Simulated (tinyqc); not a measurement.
Inside a calculation. Method: plane-wave Kohn-Sham cycle with exchange-only LDA in a layered model solid. One step of it, computed by the program tinyqc.

Problem. Iteration 1: Hamiltonian at one k. H(m,m') = (k + G_m)^2/2 delta + V(G_m - G_m'), with V(-G) = V(G).

A solid whose potential varies along x alone (atomic units):
```
parameter                      value
period a                    5.100000
cross-section of the cell  33.000000
electrons per cell                 2
grid points                       16
plane waves -n..n, n               2
k points                           2
V1 in V1 cos(2 pi x/a)     -0.740000
```

V(G_m), m = 0, 1, 2, ... (hartree): [-0.224719, -0.370000, 0.000000, 0.000000, 0.000000]

k = 0.250000 2 pi / a

Give: H.

Solution.

H (hartree), order -2, -1, +0, +1, +2:
```
[[2.0994, -0.3700, 0.0000, 0.0000, 0.0000],
 [-0.3700, 0.2022, -0.3700, 0.0000, 0.0000],
 [0.0000, -0.3700, -0.1773, -0.3700, 0.0000],
 [0.0000, 0.0000, -0.3700, 0.9611, -0.3700],
 [0.0000, 0.0000, 0.0000, -0.3700, 3.6173]]
```
